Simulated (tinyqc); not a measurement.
Gap voltage and exponent from three temperatures.

Question. At constant current VBE(T) = Vg0 - a T - eta (kB T/q) ln T, where a is a constant. Find Vg0, eta and dVBE/dT at the middle temperature.

Constants: q = 1.602176634e-19 C, kB = 1.380649e-23 J/K. Results are converted to the units shown.

T (K): [273, 300, 390]
VBE at a constant current (V): [0.7532187473, 0.7041966404, 0.5362398464]

Answer. The relation is linear in Vg0, a and eta, so three points give a linear system; the slope is (VBE - Vg0 - eta kB T/q)/T. eta rests on the curvature of VBE(T) alone, so real fits need accuracy of some tens of microvolts or better.

Vg0 = 1.170 V
eta = 3.200
dVBE/dT = -1.828 mV/K

tinyqc, about 0.02 s, one thread, Intel Xeon 2.30GHz (shared host): `OMP_NUM_THREADS=1 python tinyqc.py 2062163 2062164 out.jsonl`
